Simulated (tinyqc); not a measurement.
Changing the overpotential eta: bottom-up copper filling of a trench by curvature-enhanced accelerator coverage. Computed by tinyqc, a small Python program. Command: `OMP_NUM_THREADS=1 python tinyqc.py 3001378 3001379 out.jsonl superfill sweep`. One thread of a shared host (Intel(R) Xeon(R) Processor @ 2.30GHz), about 0.08 s of CPU time with the checks.

A rectangular trench keeps vertical walls and a flat floor. An accelerator floats on the surface; where area is lost in the corners it is passed on to the floor.

Inputs (values chosen for the exercise, close to those used for damascene copper plating):

| quantity | value | unit |
|---|---|---|
| trench width w | 440 | nm |
| aspect ratio h/w | 2.6 | - |
| exchange current of the suppressed surface i_0 | 0.014 | mA/cm^2 |
| exchange current of the accelerated surface i_1 | 1.3 | mA/cm^2 |
| transfer coefficient alpha | 0.52 | - |
| starting coverage theta_0 | 0.016 | - |
| adsorption rate k_a | 0.0001 | 1/s |
| cupric ion concentration C | 0.5 | mol/l |
| diffusivity D | 4.4e-06 | cm^2/s |
| boundary layer delta | 57 | um |
| temperature T | 298 | K |

Constants: e = 1.602176634e-19 C; N_A = 6.02214076e+23 1/mol; k_B = 8.617333262e-05 eV/K.

Method. Kinetic current i_k = [i_0 (1 - theta) + i_1 theta] exp(alpha eta/(k_B T)), limit i_L = 2 F D C/delta, i = 1/(1/i_k + 1/i_L); velocity v = i Omega/(2F), Omega = 7.11 cm^3/mol, F = e N_A. Depletion inside the trench is ignored. Half width x, floor height y, depth h = aspect ratio x w. dx/dt = -v_s, dy/dt = v_b. d theta_b/dt = k_a (1 - theta_b) + [theta_s v_b + theta_b v_s]/x: the floor takes the accelerator of the wall it covers and keeps its own as it narrows. d theta_s/dt = k_a (1 - theta_s). theta_b is capped at 1. Integrate (tolerance 1e-9) until the walls meet (x = 0.02 w/2) or the floor passes the original mouth y = h. Start: x = w/2, y = 0, theta_b = theta_s = theta_0. Height filled = y/h, opening left = x/(w/2).

One run for each value:

| overpotential eta (V) | ratio v(1)/v(theta_0) | share of the height filled from the floor | opening left, as a share of w | time at the end (s) |
|---|---|---|---|---|
| 0.060 | 35.565 | 0.63955 | 0.02 | 1439.1 |
| 0.098 | 33.475 | 0.71950 | 0.02 | 902.5 |
| 0.140 | 29.213 | 0.77051 | 0.02 | 521.3 |
| 0.170 | 24.678 | 0.76468 | 0.02 | 342.5 |
| 0.210 | 17.437 | 0.69420 | 0.02 | 187.6 |
| 0.250 | 10.741 | 0.57629 | 0.02 | 98.7 |
| 0.280 | 7.038 | 0.48162 | 0.02 | 60.4 |
| 0.320 | 3.957 | 0.37157 | 0.02 | 32.4 |
| 0.360 | 2.377 | 0.29172 | 0.02 | 19.0 |

Over the rows, ratio v(1)/v(theta_0) falls from 35.6 to 2.38 (exponent d ln y / d ln x -0.12 between the first rows and -4.3 between the last); share of the height filled from the floor goes from 0.640 through a maximum among these rows, 0.771 at 0.140, to 0.292; opening left, as a share of w does not change. A high overpotential drives the accelerated surface towards the diffusion limit first, which lowers the contrast in speed.

Caution (all rows): real profiles develop slanted corners, and accelerator is consumed; both are left out.

Extremes, crossings and ranges named in words are read from the listed rows.
